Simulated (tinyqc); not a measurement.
Worked calculation: deformation-potential model of the Delta valleys of a conduction band. Values are carried at full precision from step to step, so a last printed digit may differ when a step is redone from the rounded ones.

s11 = (C11 + C12)/((C11 - C12)(C11 + 2 C12)), s12 = -C12/((C11 - C12)(C11 + 2 C12)), s44 = 1/C44; exx = s11 sxx + s12 (syy + szz) and cyclic, exy = s44 sxy/2; tension is positive. A uniaxial stress X along the unit vector n is s_ij = X n_i n_j.

Constants: kB = 8.617333262e-05 eV/K; hbar^2/2m0 = 3.80998211 eV angstrom^2.

Parameters, chosen for this exercise (near those of Si; shifted at random, so the results belong to these values and not to a real crystal):

| symbol | value | unit | meaning |
|---|---|---|---|
| C11 | 166.7 | GPa |  |
| C12 | 64.1 | GPa |  |
| C44 | 78.6 | GPa |  |
| load | uniaxial [110] |  | kind of stress |
| X | -1.02 | GPa | stress |
| Xd | 1.17 | eV | dilation potential |
| Xu | 9.28 | eV | uniaxial potential |
| T | 300 | K | temperature |
| ml | 0.885 | m0 | longitudinal mass |
| mt | 0.196 | m0 | transverse mass |

## Strain from a uniaxial [110] stress

Form the compliances and the strain.

s11, s12, s44 (1/TPa): 7.6281  -2.1185  12.7226

strain tensor:
```
           x          y         z
x  -0.002810  -0.003244  0.000000
y  -0.003244  -0.002810  0.000000
z   0.000000   0.000000  0.002161
```

## Valley shifts

Valleys with axes along x, y and z, each a pair at +k and -k. Herring-Vogt shift of a valley with unit axis a: dE = Xd tr(e) + Xu a.e.a. Non-degenerate shares n_i = exp(-dE_i/kT)/sum_j exp(-dE_j/kT). Inverse mass tensor of a valley: (1 - a a)/mt + a a/ml; the masses are taken as independent of strain.

Apply the Herring-Vogt formula to each valley.

Xd tr(e) = -4.05 meV

a.e.a: x -0.002810, y -0.002810, z 0.002161

shifts dE (meV): x -30.12, y -30.12, z 16.01

The lowest valleys are x and y, 46.1 meV below the highest; the mean shift over all valleys is (Xd + Xu/3) tr(e) = -14.75 meV.

## Shares of the electrons

Boltzmann factors of the shifts.

kT = 25.852 meV

shares: x 0.4613, y 0.4613, z 0.0775

effective number of valley axes, 1/(largest share) = 2.168

## Conductivity mass tensor

With one scattering time for all valleys the conductivity goes as M = sum_i n_i (inverse mass tensor of valley i); along the unit vector u, 1/m_c = u.M.u. Without stress 1/m_c = (1/ml + 2/mt)/3. Take u along [110].

M (1/m0):
```
       x      y      z
x  3.270  0.000  0.000
y  0.000  3.270  0.000
z  0.000  0.000  4.794
```

m_c along [110] = 0.3058 m0
m_c without stress = 0.2647 m0

The repopulation alone changes the mobility along [110] by -13.5 %; with all electrons in the valleys lightest or heaviest along this direction it would change by +35 or -18 %.

## Effective density of states

Each of the 6 whole valleys has m_d = (ml mt^2)^(1/3) and N = 2 (m_d kT/(4 pi c))^(3/2), c = hbar^2/2m0. Counted from the lowest edge, Nc = N x 2 x sum_i exp(-(dE_i - dE_min)/kT). 1 angstrom^-3 = 1e24 cm^-3.

m_d = 0.3240 m0
N of one valley = 4.627e+18 cm^-3
Nc under stress = 2.006e+19 cm^-3
Nc without stress = 2.776e+19 cm^-3

## Piezoresistance from repopulation

For small stress d(rho)/rho = pi X. For valleys on the cube axes pi11 = -(2/3) Xu (s11 - s12)/kT x (K - 1)/(2K + 1), pi12 = -pi11/2, pi44 = 0, K = ml/mt. For stress along [110]: pi_l = (pi11 + pi12 + pi44)/2 with the current along it and pi_t = (pi11 + pi12 - pi44)/2 with the current along [1-10]. 1/GPa = 100 x 1e-11/Pa.

K = 4.515

pi11, pi12, pi44 (1e-11/Pa): -81.7  40.9  0.0

pi_l, pi_t for [110] (1e-11/Pa): -20.4  -20.4

Only the transfer between valleys is counted; changes of mass and of intervalley scattering add to it in a real crystal.

## Checks

- Conductivity mass at zero stress against 3/(1/ml + 2/mt): both 0.2646897.
- Piezoresistance coefficients by finite differences against the closed form: largest difference 1.3e-08.

tinyqc: `OMP_NUM_THREADS=1 python tinyqc.py 1080289 1080290 out.jsonl`; about 0.03 s, one thread, shared Intel(R) Xeon(R) Processor @ 2.30GHz.
